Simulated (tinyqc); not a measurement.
# Worked calculation: resistance of a source-drain extension with a graded tip

tinyqc, about 0.03 s, one thread, Intel Xeon 2.30GHz (shared host): `OMP_NUM_THREADS=1 python tinyqc.py 2282058 2282059 out.jsonl` Printed values are rounded.

y runs along the channel, the gate covers y > 0. The doping is N0 for y < y0 and N0 10^(-(y - y0)/la) beyond, uniform over the depth xj. Sheet conductance s(y) = q mu(N) max(N - Nch, 0) xj + (for y > 0) ma Cox Vo, with mu(N) = u0 + (u1 - u0)/(1 + (N/Nr)^au) and Cox = eps0 eox/tox. Current is taken as one-dimensional; depletion of the tip, spreading and the contact are left out. The metallurgical junction lies at yj, where N = Nch.

Values chosen for this exercise; mobility law close to that of electrons in silicon:
- eox = 25.1 (relative permittivity of the gate insulator (close to zirconium oxide))
- tox = 5.4 nm (insulator thickness)
- N0 = 1.9e20 cm^-3 (active doping of the extension far from the gate)
- la = 1.7 nm/decade (lateral abruptness)
- y0 = 1.7 nm (position under the gate where the fall begins (gate edge at 0))
- xj = 15 nm (depth of the extension)
- Nch = 3.5e18 cm^-3 (channel doping)
- Vo = 0.32 V (gate overdrive)
- ma = 200 cm^2/(V s) (mobility of the gate-induced layer)
- u1 = 1414 cm^2/(V s) (mobility at low doping)
- u0 = 68.5 cm^2/(V s) (mobility at high doping)
- Nr = 9.2e16 cm^-3 (reference doping)
- au = 0.711 (exponent)
- Lg = 45 nm (gate length)

Constants: q = 1.602176634e-19 C, eps0 = 8.8541878128e-14 F/cm where lengths are in cm. Results are converted to the units shown.

## Sheet resistances and junction position

yj = y0 + la log10(N0/Nch); sheet resistance of the full extension 1/[q mu(N0)(N0 - Nch) xj] and of the gate-induced layer 1/(ma Cox Vo); metallurgical length Lg - 2 yj; ye is where the doped and the gate-induced conductances are equal.

yj = 4.648965 nm
sheet resistance of the extension = 299.9239 ohm/square
sheet resistance of the induced layer = 3796.569 ohm/square
metallurgical length = 35.70207 nm
ye = 3.631045 nm
N at ye = 1.389456e19 cm^-3

The gate takes over 1.02 nm before the junction, where N is still 3.97 times the channel doping.

## Resistance of the overlapped part

Midpoint rule on 11 equal steps from 0 to yj: R_ov = sum h/s(y), per width.

| point | y (nm) | N (cm^-3) | doped conductance (uS) | sheet resistance (ohm/square) |
|---|---|---|---|---|
| 0 | 0.2113166 | 1.9e20 | 3334.179 | 277.9650 |
| 1 | 0.6339498 | 1.9e20 | 3334.179 | 277.9650 |
| 2 | 1.056583 | 1.9e20 | 3334.179 | 277.9650 |
| 3 | 1.479216 | 1.9e20 | 3334.179 | 277.9650 |
| 4 | 1.901850 | 1.445502e20 | 2564.248 | 353.6513 |
| 5 | 2.324483 | 8.154753e19 | 1485.671 | 571.7336 |
| 6 | 2.747116 | 4.600479e19 | 863.3813 | 887.4870 |
| 7 | 3.169749 | 2.595346e19 | 498.7403 | 1312.102 |
| 8 | 3.592382 | 1.464156e19 | 278.8055 | 1844.334 |
| 9 | 4.015016 | 8.259994e18 | 138.7807 | 2486.471 |
| 10 | 4.437649 | 4.659850e18 | 40.78370 | 3287.534 |

R_ov = 5.0104 ohm um

The exact integral is 5.0276 ohm um; the coarse sum is 0.34 % below it.
